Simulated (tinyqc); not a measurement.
# Bulk transistor, scale length and short-channel effects: effect of the drain voltage

A gate, an insulator of thickness ti and a depleted layer of depth ts on a conducting body. Below threshold the potential that source and drain add obeys Laplace's equation and vanishes on the gate and at the bottom of the depleted layer. Its lowest mode decays along the channel as exp(-k y); k is the smallest positive root of the matching condition at the interface, and the scale length is Lambda = pi/k.

k is the smallest positive root of f(k) = eps_r sin(k ti) cos(k ts) + ei cos(k ti) sin(k ts). Along the channel psi(y) = s + a exp(y/l) + b exp(-y/l) with psi(0) = Vbi, psi(L) = Vbi + Vds and l = 1/k = Lambda/pi; with A = Vbi - s, B = A + Vds, x = exp(-L/l): a = (B - A x) x/(1 - x^2), b = (A - B x)/(1 - x^2). The minimum is s + 2 sqrt(a b), at y = (l/2) ln(b/a). The long-channel potential follows the gate as s = sT + (Vg - VTL)/m, and the threshold VT is the gate voltage at which the minimum equals sT. Swing = m Vt ln 10/g at threshold, g = d(minimum)/ds = 1 - (b x + a)/((1 + x) sqrt(a b)). DIBL = [VT(0.05 V) - VT(Vds)]/(Vds - 0.05 V). sT and Vbi are held fixed; m = 1 + eps_r ti/(ei ts) in each row.

Parameters, values chosen for the exercise; permittivities: semiconductor close to that of germanium, insulator close to that of silicon dioxide:
- T = 300 K (temperature)
- eps_r = 16.2 (relative permittivity of the semiconductor)
- ei = 3.71 (relative permittivity of the insulator)
- ti = 1.4 nm (insulator thickness)
- ts = 22 nm (depletion depth)
- L = 74 nm (channel length)
- Vbi = 1.02 V (potential of the source)
- sT = 0.57 V (potential of the barrier top at threshold)

Constants: q = 1.602176634e-19 C, kB = 1.380649e-23 J/K, Vt = kB T/q. Results are converted to the units shown.

The same in every row: Lambda (nm) = 27.37; L/Lambda = 2.704.

Result of one run:
```
Vds (V)  VT - VTL at Vds (mV)  DIBL (mV/V)  swing (mV/decade)
1.1                    -31.58        13.09              78.74
```

What becomes of these results when the drain voltage Vds is changed from 1.1 to 0.2 V, all else the same?

Result of the changed run:
```
Vds (V)  VT - VTL at Vds (mV)  DIBL (mV/V)  swing (mV/decade)
0.2                    -20.35        16.73              78.34
```

The whole series:
```
Vds (V)  VT - VTL at Vds (mV)  DIBL (mV/V)  swing (mV/decade)
0.2                    -20.35        16.73              78.34
0.35                   -22.59        15.84              78.40
0.5                    -24.64        15.11              78.46
0.65                   -26.54        14.49              78.53
0.8                    -28.31        13.96              78.60
0.95                   -29.99        13.50              78.67
1.1                    -31.58        13.09              78.74
```

As Vds goes from 0.2 to 1.1 V, Lambda stays at 27.4 nm, DIBL falls from 16.7 to 13.1 mV/V and the swing rises from 78.3 to 78.7 mV a decade.

Computed by the program tinyqc: `OMP_NUM_THREADS=1 python tinyqc.py 2420072 2420073 out.jsonl`, one thread of a shared Intel Xeon 2.30GHz, about 0.01 s for the whole run.
